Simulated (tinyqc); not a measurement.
Inside a calculation. Method: one-electron ion in a basis of Gaussians. Computed by tinyqc, a small Python program that keeps every step. Settings: Z = 1, l = 0. Command: `OMP_NUM_THREADS=1 python tinyqc.py 28666 28667 out.jsonl` (the two numbers bound the seeds that draw the settings). One thread of a shared host (Intel(R) Xeon(R) Processor @ 2.60GHz), about 0.01 s of CPU time with the checks.

## Matrices over normalised Gaussians

exponents of r^l exp(-a r^2) (1/bohr^2): 0.033090  0.079320  0.190100  0.455800

Z = 1

l = 0

With p = a_i + a_j and I(k) = Gamma((k+1)/2) / (2 p^((k+1)/2)): S = I(2l+2), T = (2l+3) a_i a_j S / p, V = -Z I(2l+1), each divided by sqrt(S_ii S_jj).

S, lower triangle:
```
          1         2         3         4
1  1.000000
2  0.870256  1.000000
3  0.599159  0.870310  1.000000
4  0.356108  0.599082  0.870191  1.000000
```

T (hartree), lower triangle:
```
          1         2         3         4
1  0.049635
2  0.060960  0.118980
3  0.050660  0.146127  0.285150
4  0.032958  0.121426  0.350209  0.683700
```

V (hartree), lower triangle:
```
           1          2          3          4
1  -0.290281
2  -0.329234  -0.449429
3  -0.319400  -0.509734  -0.695763
4  -0.280959  -0.494500  -0.789136  -1.077351
```

## Generalised eigenproblem

H = T + V (hartree), lower triangle:
```
           1          2          3          4
1  -0.240646
2  -0.268274  -0.330449
3  -0.268739  -0.363607  -0.410613
4  -0.248000  -0.373074  -0.438928  -0.393651
```

Solve H C = S C e through S^(-1/2); each column has its largest component positive (the first on a tie).

eigenvalues of S: 0.013163  0.121541  0.760419  3.104876

eigenvalues (hartree): -0.463862  -0.116348  0.101111  0.721987

coefficients:
```
           1          2          3          4
1  -0.087416   1.635732  -2.132807   1.314186
2   0.521601  -0.901227   4.050819  -4.058653
3   0.033720   0.090628  -1.996590   5.473513
4   0.620950  -0.342896  -0.199825  -2.900081
```

For Z = 1 and l = 0 the exact lowest level is -Z^2/(2 n^2) with n = l + 1: -0.500000 hartree.
